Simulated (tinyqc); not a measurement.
Free and trapped electrons in a MOS channel with a dense trap tail: one step of the calculation.

p-type body, charge-sheet picture, full ionisation (an idealisation for deep acceptors), Boltzmann statistics for free electrons. e = Ec - EF at the surface. Acceptor-like traps of density D(E) = D0 + De exp(-E/Ew) at depth E below Ec, from 0 to Eu, hold n_t = integral of D(E)/(1 + exp((e - E)/Vt)). psi = Eg - Vt ln(Nv/Na) - e; N_dep = sqrt(2 eps0 eps_r Na (psi - Vt)/q); n_f = sqrt(N_dep^2 + 2 eps0 eps_r Vt Nc exp(-e/Vt)/q) - N_dep; Vg = Vfb + psi + q (N_dep + n_t + n_f)/Cox, Cox = eps0 eox/tox.

Question. Trapped charge. Trapezoid rule on 14 equal steps from 0 to Eu, f = 1/(1 + exp((e - E)/Vt)).

Inputs (values chosen for the exercise); band and dielectric values close to those of silicon: temperature T = 250 K; constant background density of acceptor-like traps D0 = 9.6e10 cm^-2 eV^-1; density of the tail at the conduction edge De = 2.6e13 cm^-2 eV^-1; decay energy of the tail Ew = 0.06 eV; depth below Ec down to which the traps reach Eu = 0.6 eV; Ec - EF at the surface e = 0.079 eV.

Constants: q = 1.602176634e-19 C, kB = 1.380649e-23 J/K, Vt = kB T/q. Results are converted to the units shown.

Give: E; D(E) f; n_t.

Answer.

```
point   E (eV)  D(E) f (cm^-2 eV^-1)
0            0              6.502e11
1      0.04286              2.019e12
2      0.08571              3.652e12
3       0.1286              2.860e12
4       0.1714              1.568e12
5       0.2143              8.255e11
6       0.2571              4.537e11
7       0.3000              2.712e11
8       0.3429              1.818e11
9       0.3857              1.380e11
10      0.4286              1.166e11
11      0.4714              1.061e11
12      0.5143              1.009e11
13      0.5571              9.841e10
14      0.6000              9.718e10
```

n_t = 5.470e11 cm^-2

Numbers from tinyqc (`OMP_NUM_THREADS=1 python tinyqc.py 2222064 2222065 out.jsonl`; about 0.02 s on one thread of a shared Intel Xeon 2.30GHz).
